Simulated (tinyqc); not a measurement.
Vertical double-diffused power MOSFET, components of the on-resistance: On-resistance against the rated breakdown voltage of the drift layer.

Stripe cells of pitch Wp + a, two channels a cell. Current flows through the channels, spreads in the accumulation layer, passes the gap between the p bodies and spreads at 45 degrees into the drift layer below them. Low drain voltage, full ionisation.

Triangular field at breakdown with Ec = Kc N^(1/8): BV = eps0 eps_r Ec^2/(2 q N), so N = (eps0 eps_r Kc^2/(2 q BV))^(4/3); W = 2 BV/Ec; mu = mud (T/300 K)^(-bt); rho = 1/(q mu N); ideal resistance rho W. Pitch p = Wp + a, Cox = 3.9 eps0/tox; zero-bias depletion in the gap w0 = sqrt(2 eps0 eps_r Vbi/(q N Nj)), open gap g = a - 2 w0; R_ch = Lc p/(2 mch Cox Vov); R_acc = 0.6 a p/(4 mac Cox Vov), 0.6 being an empirical factor for current leaving the layer along its length; R_gap = (rho/Nj) xp p/g; spreading depth t = min(W, (p - g)/2); R_drift = (rho p/2) ln((g + 2 t)/g) + rho (W - t); R_on = the sum with Rs.

Inputs (values chosen for the exercise); bulk values close to those of silicon: temperature T = 350 K; relative permittivity eps_r = 11.9; critical-field constant Kc = 4110 V/cm per (cm^-3)^(1/8); drift mobility at 300 K mud = 1260 cm^2/(V s); temperature exponent of the drift mobility bt = 2.5; gate oxide thickness (eps_r 3.9) tox = 90 nm; gate overdrive Vov = 4 V; channel mobility mch = 160 cm^2/(V s); accumulation-layer mobility mac = 600 cm^2/(V s); channel length Lc = 1.4 um; width of the p body in one cell, channels included Wp = 3.8 um; gap between neighbouring p bodies a = 4.4 um; depth of the p body xp = 1.9 um; doping of the gap over the drift doping Nj = 3; built-in voltage of the body junction Vbi = 0.644 V; substrate and contact resistance Rs = 0.13 mohm cm^2.

Constants: q = 1.602176634e-19 C, eps0 = 8.8541878128e-14 F/cm where lengths are in cm. Results are converted to the units shown.

The same in every row: R_ch (mohm cm^2) = 2.338; R_acc (mohm cm^2) = 0.5877.

On-resistance against the rated breakdown voltage of the drift layer:
```
BV (V),R_gap (mohm cm^2),R_drift (mohm cm^2),R_on (mohm cm^2),ideal (mohm cm^2),largest term
20,0.02290,0.02508,3.103,0.01531,channel
34,0.04728,0.08536,3.188,0.05770,channel
59,0.1012,0.2934,3.450,0.2289,channel
100,0.2123,0.9989,4.266,0.8561,channel
170,0.4553,3.555,7.066,3.226,drift
300,1.065,14.20,18.32,13.35,drift
510,2.485,52.51,58.05,50.29,drift
870,6.455,197.6,207.1,191.1,drift
1500,22.29,769.1,794.4,746.0,drift
```

R_on rises from 3.10 to 794 mohm cm^2. The channel term is the largest at BV = 20, the drift term from 170 on. R_on is 203 times the ideal drift resistance in the first row and 1.06 times in the last. The ideal resistance goes as BV^(2.50), and R_on as BV^(2.47) between the last two rows.

Computed by the program tinyqc: `OMP_NUM_THREADS=1 python tinyqc.py 2230065 2230066 out.jsonl`, one thread of a shared Intel Xeon 2.30GHz, about 0.01 s for the whole run.
